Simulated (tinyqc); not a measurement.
Millisecond and nanosecond annealing: surface heating, thermal budget and solid-phase regrowth: one step, computed by the program tinyqc. Command: `OMP_NUM_THREADS=1 python tinyqc.py 3006344 3006345 out.jsonl flash walk`. One thread of a shared host (Intel(R) Xeon(R) Processor @ 2.30GHz), about 0.02 s of CPU time with the checks.

A square pulse heats the surface of a thick wafer with constant thermal properties; losses by radiation are neglected and silicon melts at 1414 C.

Question. Peak temperature. Absorbed flux q = (1 - R) fluence/t_p; kappa = k/c. With f(z, t) = (2 q/k) sqrt(kappa t) ierfc(z/(2 sqrt(kappa t))), ierfc(x) = exp(-x^2)/sqrt(pi) - x erfc(x): T = T0 + f(z, t) during the pulse and T0 + f(z, t) - f(z, t - t_p) after it. At the surface the rise at the end of the pulse is 2 q sqrt(t_p/(pi k c)); the fluence that just melts the surface scales with (1414 - T0).

Inputs (values chosen for the exercise, modelled on hot silicon with phosphorus):

| quantity | value | unit |
|---|---|---|
| incident fluence | 18.7 | J/cm^2 |
| pulse length t_p | 0.00066 | s |
| reflectance R | 0.42 | - |
| thermal conductivity k | 0.24 | W/(cm K) |
| heat capacity per volume c | 2.15 | J/(cm^3 K) |
| preheat temperature T0 | 700 | C |

Source: flash lamp.

Give: absorbed flux q; kappa; thermal length sqrt(kappa t_p); peak temperature; fluence at the melting threshold.

Answer.

absorbed flux q = 16433 W/cm^2

kappa = 0.1116 cm^2/s

thermal length sqrt(kappa t_p) = 85.83 um

peak temperature = 1363 C

fluence at the melting threshold = 20.13 J/cm^2
